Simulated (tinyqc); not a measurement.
Froehlich polaron in a polar crystal: one step, computed by the program tinyqc. Command: `OMP_NUM_THREADS=1 python tinyqc.py 3010298 3010299 out.jsonl frohlich walk`. One thread of a shared host (Intel(R) Xeon(R) Processor @ 2.30GHz), about 0.06 s of CPU time with the checks.

One electron in a parabolic band of mass m*, coupled to dispersionless LO phonons in the continuum model. Energies are in units of hbar omega unless marked, wave numbers in k_0 = sqrt(2 m* omega/hbar).

Task: Coupling constant and length scale. 1/eps* = 1/eps_inf - 1/eps_s; k_0 = sqrt(2 m* omega/hbar) = sqrt(m* hbar omega / (hbar^2/(2 m_0))) with m* in m_0; alpha = (e^2/(4 pi eps_0)) k_0/(2 eps* hbar omega); polaron length 1/k_0.

Inputs (values chosen for the exercise, for a model crystal):

| quantity | value | unit |
|---|---|---|
| band mass m* | 2.72 | m_0 |
| LO phonon energy hbar omega | 51.8 | meV |
| eps_inf | 4.02 | - |
| static dielectric constant eps_s | 5.23 | - |

Constants: hbar^2/(2 m_0) = 3.80998212 eV angstrom^2; e^2/(4 pi eps_0) = 14.39964548 eV angstrom.

Give: eps*; k_0; coupling constant alpha; polaron length 1/k_0.

Result:

eps* = 17.376

k_0 = 0.19230 1/angstrom

coupling constant alpha = 1.5383

polaron length 1/k_0 = 5.2001 angstrom

Intermediate coupling.
